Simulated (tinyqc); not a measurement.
Inter-valley coupling by envelope functions against a chain of atomic planes: sweeps and comparisons. A value that a table varies takes the place of the one given here.

Chain: E(phi) = e0 + 2 v cos(phi) + 2 u cos(2 phi), cos(phi0) = -v/(4u), e0 = 2u + v^2/(4u); plane j = 0, 1, ... has the potential V_j = dE x_j + F (j - 30) a/4 (1 MV/m = 1e-4 V/angstrom). There are 30 barrier planes a side; with y = j - 29.5, x_j = xb (f(y) + f(Nw - y)), f(y) = 1/(1 + exp(y/L)), plus any Ge added in the well. The valley splitting is the spacing of the two lowest levels. Envelope theory: F_j solves a one-valley chain with hopping -b and diagonal 2b + V_j, b = 4u sin^2(phi0), sum F_j^2 = 1; the valleys couple by Dv = sum_j F_j^2 V_j exp(-2 i phi0 j) and split by 2|Dv|.

Values chosen for the exercise (near those of the Delta valleys of silicon in a SiGe well; not measured data):

| symbol | value | unit | meaning |
|---|---|---|---|
| a | 5.431 | angstrom | lattice constant; planes lie a/4 apart |
| u | 0.605 | eV | second-neighbour hopping |
| v | 0.586 | eV | nearest hopping |
| Nw | 56 |  | planes in the well |
| L | 1.25 | planes | interface width |
| xb | 0.34 |  | Ge fraction of the barriers |
| dE | 0.63 | eV | offset per unit Ge fraction |
| F | 5 | MV/m | field |
| xs | 0.16 |  | Ge fraction added on that plane |
| xw | 0.011 |  | mean Ge fraction of the wiggle |
| x0 | 9320 |  | start of the number sequence |
| na | 20000 |  | atoms a plane under the dot |
| js | 57 |  | plane j of a Ge spike (the well starts at j = 30) |

## Position of the spike

The spike is moved through the well; position counted from the first well plane, j - 30.

Against position:

| j - 30 | F_j^2, smooth | mean of the doublet (meV) | splitting, chain (micro-eV) | envelope | first order |
|---|---|---|---|---|---|
| 3 | 0.00923 | 22.74 | 1318 | 1269 | 1860 |
| 7 | 0.02172 | 23.53 | 2904 | 2776 | 4378 |
| 11 | 0.03312 | 24.36 | 4558 | 4403 | 6677 |
| 17 | 0.03996 | 25.18 | 6213 | 6124 | 8056 |
| 22 | 0.03577 | 24.91 | 5674 | 5598 | 7210 |
| 28 | 0.02472 | 23.85 | 3554 | 3471 | 4984 |
| 36 | 0.01081 | 22.78 | 1404 | 1343 | 2180 |
| 45 | 0.00262 | 22.25 | 347 | 332 | 527 |
| 53 | 0.00028 | 22.10 | 43 | 41 | 56 |

The splitting is largest at plane 17 among these rows (6213 micro-eV), and the smooth envelope peaks at plane 17, counting all planes; without a spike it is 0.36. Where the splitting exceeds 20 micro-eV the envelope theory lies within 4.4 % of the chain and first order within 55 %.

## A periodic Ge profile (wiggle well)

periods (planes): pi/phi0 1.73055, pi/(pi - phi0) 2.36884

Added fraction xw (1 - cos(2 pi (j - 30)/p)) on the well planes; p = f times the resonant period pi/(pi - phi0). At resonance the estimate is dE xw.

Against period:

| f | p (planes) | mean of the doublet (meV) | splitting, chain (micro-eV) | envelope |
|---|---|---|---|---|
| 0.90 | 2.1320 | 28.89 | 276 | 294 |
| 0.95 | 2.2504 | 28.69 | 2631 | 2734 |
| 0.98 | 2.3215 | 28.83 | 5881 | 5979 |
| 0.99 | 2.3452 | 28.92 | 6605 | 6629 |
| 1.00 | 2.3688 | 28.96 | 6881 | 6846 |
| 1.01 | 2.3925 | 28.93 | 6664 | 6618 |
| 1.02 | 2.4162 | 28.85 | 6039 | 6010 |
| 1.05 | 2.4873 | 28.68 | 3243 | 3195 |
| 1.10 | 2.6057 | 28.84 | 667 | 626 |
| 1.50 | 3.5533 | 28.96 | 15 | 14 |
| 3.00 | 7.1065 | 28.96 | 2 | 2 |

The splitting peaks at f = 1 with 6.88 meV, against the estimate dE xw = 6.93 meV, and is 0.85 and 0.88 of the value at f = 1 two per cent off to either side: the width of the resonance is set by the number of periods under the envelope. At f = 3 it is 2 micro-eV. The chain has one orbital a plane and knows only this resonance; longer periods that work through other bands are outside it.

## Random alloy fluctuations

A uniform fraction x is added on all planes. Each plane j then fluctuates by q sqrt(x_j (1 - x_j)/na) in Ge fraction, q = sqrt12 (z/2147483647 - 1/2) with z(new) = 16807 z mod 2147483647 from x0, restarted for each row; 24 samples. Theory: Dv is a complex Gaussian with sigma^2 = dE^2 sum F_j^4 x_j (1 - x_j)/na, and the mean splitting is sqrt(pi) sigma if the smooth part is negligible.

Splitting (micro-eV):

| x | sigma | sqrt(pi) sigma | mean of 24 | least | largest |
|---|---|---|---|---|---|
| 0.00 | 14.5 | 25.7 | 26.3 | 7.0 | 59.4 |
| 0.01 | 76.5 | 135.7 | 152.7 | 29.3 | 338.7 |
| 0.02 | 106.7 | 189.2 | 213.6 | 42.4 | 461.3 |
| 0.05 | 165.3 | 292.9 | 331.7 | 69.6 | 699.8 |
| 0.10 | 227.1 | 402.5 | 456.5 | 99.6 | 952.8 |

Without added Ge the disorder sits in the barriers, where the state is small: mean 26.3 micro-eV, against 0.36 for the smooth well. With 5 % Ge in the well the mean is 332, theory 293, with a statistical error of about 11 % for 24 samples; the miss is +13 %, and since every row reuses one sequence the rows with added Ge miss alike. The spread grows with the mean: at 5 % the samples run from 70 to 700, so small splittings remain possible. sigma falls as 1/sqrt(na) for larger dots. A chain with one orbital a plane has no Bloch-function factor, which scales all these couplings down in fuller models.

## What each parameter does

Chain with the spike on plane js. Each row changes one parameter from the base and keeps the others.

Results:

| case | level (meV) | splitting (micro-eV) |
|---|---|---|
| base | 24.033 | 3911.2 |
| Nw = 62 | 23.929 | 3924.1 |
| L = 1.75 planes | 24.862 | 4209.7 |
| xb = 0.39 | 24.311 | 4022.4 |
| dE = 0.693 eV | 24.365 | 4264.4 |
| F = 7 MV/m | 28.753 | 3187.4 |
| js = 60 | 23.522 | 2889.5 |
| xs = 0.208 | 24.413 | 4671.0 |

The largest shifts from the base row, up to three for each result and ties (the steps differ in size, so this ranks the rows, not the parameters). level (meV): F +4.720, L +0.829, js -0.511. splitting (micro-eV): js -1021.8, xs +759.7, F -723.8.

Program tinyqc; command `OMP_NUM_THREADS=1 python tinyqc.py 1452573 1452574 out.jsonl`; about 0.05 s on one thread of a shared Intel(R) Xeon(R) Processor @ 2.30GHz.
